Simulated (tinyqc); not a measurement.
# Capillary instabilities by surface diffusion: grooving and agglomeration of films, edge retraction, wire break-up and smoothing of roughness, step by step

A worked calculation. Computed by tinyqc, a small Python program that keeps every step. Command: `OMP_NUM_THREADS=1 python tinyqc.py 3015941 3015942 out.jsonl dewet walk`. One thread of a shared host (Intel(R) Xeon(R) Processor @ 2.30GHz), about 0.01 s of CPU time with the checks. Intermediate numbers are printed to about 6 digits and carried at full precision; extremes and crossings named in words are read from the listed rows.

Isotropic surface energy; shapes change by surface diffusion alone.

Inputs (values chosen for the exercise, of the order of those of a ruthenium film):
```
quantity,value,unit
surface energy gamma_s,2.85,J/m^2
grain-boundary energy gamma_b,1.4,J/m^2
interface energy gamma_i,1.8,J/m^2
contact angle on the substrate theta,125,degrees
atomic volume Omega,13.6,angstrom^3
surface sites nu,10,1/nm^2
prefactor D0,1.3e-05,m^2/s
activation energy Q,2.2,eV
temperature T,1504,K
time t,1300,s
film thickness h,17,nm
grain radius R,400,nm
wire radius r,17,nm
initial ripple over radius,0.05,-
roughness wavelength lambda,65,nm
```

Grooves: at the surface and the interface.

Constants: k_B = 8.617333262e-05 eV/K; k_B = 1.380649e-23 J/K.

## The Mullins constant

B = D_s nu gamma_s Omega^2/(k_B T), D_s = D0 exp(-Q/(k_B T)).

D_s = 5.51985e-13 m^2/s

B = 140126 nm^4/s

length (B t)^(1/4) = 116.176 nm

Lengths grow as t^(1/4): doubling one takes 16 times as long, or roughly 320 K more.

## Will grooves cut through?

Groove angle beta: sin(beta) = gamma_b/(2 gamma). For circular grains of radius R with spherical caps the groove ends (measured from the mean surface) at the depth R g(beta), g = (2 - 3 cos beta + cos^3 beta)/(3 sin^3 beta). The film parts if R [g(beta_s) + g(beta_i)] > h.

beta_s = 14.2181 degrees

beta_i = 22.8854 degrees

sum of g = 0.165269

critical R/h = 6.05072

final depth over h = 3.88869

Given enough time, the grooves reach through: holes open at boundaries and, earlier, at triple junctions.

## Groove growth in time

Mullins' isolated groove: depth below the flat surface d = 0.780 m (B t)^(1/4), m = tan(beta_s), width between the ridges 4.6 (B t)^(1/4); time to reach h: (h/(0.780 m))^4/B.

groove depth = 22.9602 nm

groove width = 534.409 nm

time to reach the substrate = 390.697 s

Caution: this depth exceeds the film thickness, so the isolated-groove formula no longer applies.

## Retraction of a straight edge

A rim shaped as a circular segment with contact angle theta holds the area h x; its radius r obeys r^2 (theta - sin theta cos theta) = h x. To advance, the edge must carry a strip of the rim height H = r (1 - cos theta) over the rim, driven by the curvature 1/r over the distance r theta (the scaling argument of Brandon and Bradshaw): H dx/dt = B/(theta r^2) gives x^(5/2) = (5/2) B t c^(3/2)/(theta (1 - cos theta) h^(3/2)), c = theta - sin theta cos theta.

retraction x = 581.992 nm

rim height H = 96.1224 nm

present speed = 0.179075 nm/s

The rim is 5.7 times the film thickness. x goes as t^(2/5) h^(-3/5): thin films retract faster.

## Break-up of a free wire

A wire with r + A cos(k z) has dA/dt = (B/r^4) (kr)^2 [1 - (kr)^2] A: unstable for wavelengths above 2 pi r, fastest at kr = 1/sqrt 2 with the rate B/(4 r^4); break-up time about (4 r^4/B) ln(r/A0); each wavelength makes a sphere of radius (3 r^2 lambda_m/4)^(1/3).

fastest wavelength = 151.058 nm

break-up time = 7.14233 s

radius of the spheres = 31.9915 nm

t over the break-up time = 182.014

The wire breaks up within t. Caution: faceting can stabilise wires along low-index directions.

## Smoothing against break-up

Roughness of wavelength lambda on a flat face decays as exp[-B (2 pi/lambda)^4 t]; the smoothing time is that for a factor e^3.

Times (s); the last column is (h/(0.780 tan beta_s))^4/B:
```
T (K),B (nm^4/s),smoothing,wire break-up,groove to depth h
1278,8.19554e+03,4.19255,122.118,6680.08
1354,2.37386e+04,1.44744,42.160,2306.24
1429,6.05090e+04,0.56785,16.540,904.77
1504,1.40126e+05,0.24521,7.142,390.70
1579,2.98912e+05,0.11495,3.348,183.15
1654,5.94010e+05,0.05784,1.685,92.16
1805,1.97988e+06,0.01735,0.505,27.65
```

All times share 1/B, so their ratios do not depend on T: break-up over smoothing is 29. An anneal can smooth this roughness well before the wire breaks. Smoothing is safe for lambda well below 2 pi r, above which a ripple along the wire grows instead. B spans 2.4 decades over these rows.

Checks made by the program: g against the volume of a spherical cap (relative difference below 1e-10).
